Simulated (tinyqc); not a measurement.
# Lossy on-chip transmission line with skin effect: two studies

A uniform line in a homogeneous dielectric: c = sqrt(er)/(c0 Z0), l = Z0 sqrt(er)/c0 (c0 = 299792458 m/s), g = w c td, w = 2 pi f. The resistance joins its limits as r = sqrt(r_dc^2 + r_hf^2), with r_dc = rho/(wd th), r_hf = kr rho/(2 delta (wd + th)), delta = sqrt(rho/(pi f mu0)), mu0 = 4 pi 1e-7 H/m; this is an interpolation, and internal inductance, up to 0.05 nH/mm at low frequency, is neglected.

Parameters, values chosen for the exercise:
```
symbol,value,unit,meaning
wd,1.3,um,width of the strip
th,1.3,um,thickness of the strip
rho,2.9,uohm cm,resistivity
er,3,,relative permittivity
td,0.02,,loss tangent
Z0,50,ohm,lossless impedance sqrt(l/c)
kr,1.5,,factor for crowding and the return path
len,3.2,mm,length
Rg,25,ohm,source resistance
RL,1e5,ohm,load resistance
CL,0,fF,load capacitance
f,9.6,GHz,frequency
```

Each table varies one quantity; the others keep the values above.

## Line properties against frequency

gamma = sqrt((r + i w l)(g + i w c)) = alpha + i beta, Zc = sqrt((r + i w l)/(g + i w c)), roots with positive real part; loss 8.685889638 alpha in dB; phase velocity w/beta. ZL = 1/(1/RL + i w CL); reflection (ZL - Zc)/(ZL + Zc); Zin = Zc (ZL + Zc tanh(gamma len))/(Zc + ZL tanh(gamma len)); H = V_load/V_source = [Zin/(Zin + Rg)]/[cosh(gamma len) + (Zc/ZL) sinh(gamma len)].

Results:
```
f (GHz)	r (ohm/mm)	r/(w l)	loss (dB/mm)	|Zc| (ohm)	phase velocity over c0	length in wavelengths	|H| (dB)
0.01	17.163	945.57	0.069212	1537.3	0.026805	0.0039821	-0.0071495
0.03	17.168	315.29	0.11977	887.73	0.046370	0.0069058	-0.0075658
0.09	17.185	105.20	0.20691	512.79	0.080018	0.012006	-0.0087645
0.3	17.243	31.666	0.37434	281.41	0.14421	0.022205	-0.012380
0.8	17.380	11.970	0.59834	173.27	0.22845	0.037380	-0.017580
2	17.706	4.8776	0.90043	111.56	0.33665	0.063414	-0.014434
20	22.022	0.60666	1.9023	54.069	0.55585	0.38406	-3.6647
60	29.429	0.27023	2.7245	50.884	0.57297	1.1178	-6.1424
```

Estimate the missing row, f = 7 GHz.

Computed row:
```
f (GHz)	r (ohm/mm)	r/(w l)	loss (dB/mm)	|Zc| (ohm)	phase velocity over c0	length in wavelengths	|H| (dB)
7	19.004	1.4957	1.4214	67.061	0.49061	0.15230	-0.081936
```

With this row back in the table: r equals w l at 11.0 GHz: below it |Zc| and the delay grow as in an RC line, above it |Zc| tends to Z0 = 50 ohm and the velocity to 1/sqrt(er) = 0.577 c0. The loss goes as f^(0.50) between the first two rows and f^(0.33) between the last two. |H| is -0.00715 dB in the first row and -6.14 dB in the last; between rows it can pass through resonances that the table doesn't show.

## Effect of the length

Same model as above.

The same in every row: r (ohm/mm) = 19.64; r/(w l) = 1.127; loss (dB/mm) = 1.558; |Zc| (ohm) = 61.37; phase velocity over c0 = 0.5180.

Results:
```
len (mm)	length in wavelengths	|H| (dB)
0.32	0.01978	0.02442
0.56	0.03462	0.08638
0.98	0.06058	0.2532
1.7	0.1051	0.5412
3	0.1855	-0.1459
9.1	0.5626	-11.04
16	0.9891	-21.74
```

Estimate the missing row, len = 5.2 mm.

Computed row:
```
len (mm)	length in wavelengths	|H| (dB)
5.2	0.3215	-4.735
```

With this row back in the table: As len goes from 0.32 to 16, the loss stays at 1.56 dB/mm, |Zc| stays at 61.4 ohm and |H| goes from 0.0244 to -21.7 dB, with its highest value among the rows, 0.541 dB, at len = 1.7.

Numbers from tinyqc (`OMP_NUM_THREADS=1 python tinyqc.py 2810148 2810149 out.jsonl`; about 0.01 s on one thread of a shared Intel Xeon 2.30GHz).
